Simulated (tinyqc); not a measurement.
# From G back to layer thickness t

Model: four-point probe, van der Pauw, Hall and spreading-resistance readings of a semiconductor layer. Computed by tinyqc, a small Python program. Command: `OMP_NUM_THREADS=1 python tinyqc.py 3110811 3110812 out.jsonl probe inv`. One thread of a shared host (Intel(R) Xeon(R) Processor @ 2.30GHz), about 0.01 s of CPU time with the checks.

The layer is uniform and ohmic; contacts are points unless a radius is given.

Inputs (values chosen for the exercise, modelled on n-type silicon):
```
quantity             value        unit
carrier density n  1.4e+18      1/cm^3
drift mobility mu      204  cm^2/(V s)
probe spacing s        0.5          mm
current I                3          mA
```

Backing of the layer: insulating.

Constants: e = 1.602176634e-19 C.

Method:
- rho = 1/(e n mu); R_s = rho/t.
- Collinear probes with equal spacing on a layer with insulating backing: images at depth 2 m t give V = (rho I/(2 pi s)) G, G = 1 + 4 sum_(m>=1) [1/sqrt(1 + (2 m u)^2) - 1/sqrt(4 + (2 m u)^2)], u = t/s; the sum runs to m = 20000, with the tail 3/(32 u^3 M^2) added to the sum for M = 20000.
- Limits: thick, rho = 2 pi s V/I; thin on an insulator, rho = (pi/ln 2) t V/I.

Problem. A run gave the result below. Find the layer thickness t, known to lie between 150 and 280 micrometre.

G = 3.664693

Solution.

Each step takes the trial c = (a f_b - b f_a)/(f_b - f_a), f being the result less the target and a, b, c the logarithms of the listed values; c replaces end b, the old b replaces a if the sign of f changed, and otherwise f_a is halved.

Scan of the range:
```
layer thickness t (micrometre)        G
150                             4.62113
166                             4.17596
185                             3.74768
205                             3.38325
227                             3.05759
252                             2.75826
280                             2.48908
```

False position (Illinois rule, in the logarithm of the input) inside the bracket:
```
step    end a    end b    trial        G
1     185.000  205.000  189.376  3.66130
2     185.000  189.376  189.042  3.66776
3     189.376  189.042  189.200  3.66469
4     189.042  189.200  189.200  3.66469
```

G falls at every point of a 13-point scan of the range (every second point is shown), so one value fits; it is bracketed by 185 and 205. Answer: layer thickness t = 189.2 micrometre.
